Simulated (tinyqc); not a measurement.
Two-diode model of a solar cell: one step of the calculation.

J is the current delivered and Vj = V + J Rs the junction voltage. J = X JL - J01 (exp(Vj/(n1 Vt)) - 1) - J02 (exp(Vj/(2 Vt)) - 1) - Vj/Rp. The photocurrent does not depend on voltage.

Question. Figures of merit. Jsc at V = 0, Voc at J = 0, the maximum power point where J (1 + 2 Rs G) = G Vj with G = -dJ/dVj; FF = Vmp Jmp/(Voc Jsc); efficiency Vmp Jmp/(X Pin). Empirical fill factor without parasitics FF0 = (v - ln(v + 0.72))/(v + 1), v = Voc/(n1 Vt).

Values chosen for this exercise; values of the order met in cells of silicon:
```
symbol,value,unit,meaning
T,300,K,temperature
JL,40.6,mA/cm^2,photocurrent at one sun
X,0.1,suns,concentration
J01,7.6e-13,A/cm^2,saturation current of the first diode
n1,1,,ideality factor of the first diode
Rs,2.1,ohm cm^2,series resistance
Rp,8000,ohm cm^2,shunt resistance
Pin,100,mW/cm^2,incident power at one sun
J02,9e-9,A/cm^2,saturation current of the second diode (ideality 2)
```

Constants: q = 1.602176634e-19 C, kB = 1.380649e-23 J/K, Vt = kB T/q. Results are converted to the units shown.

Find: Jsc; Voc; Vmp; Jmp; FF; efficiency; FF0.

Answer.

Jsc = 4.059 mA/cm^2
Voc = 0.5744 V
Vmp = 0.4840 V
Jmp = 3.738 mA/cm^2
FF = 0.7759
efficiency = 18.09 %
FF0 = 0.8220

FF is 5.6 % below FF0. Removing one loss at a time changes the efficiency by: second diode +0.64, series resistance +0.29, shunt +0.29 points.

Computed by the program tinyqc: `OMP_NUM_THREADS=1 python tinyqc.py 2280037 2280038 out.jsonl`, one thread of a shared Intel Xeon 2.30GHz, about 0.01 s for the whole run.
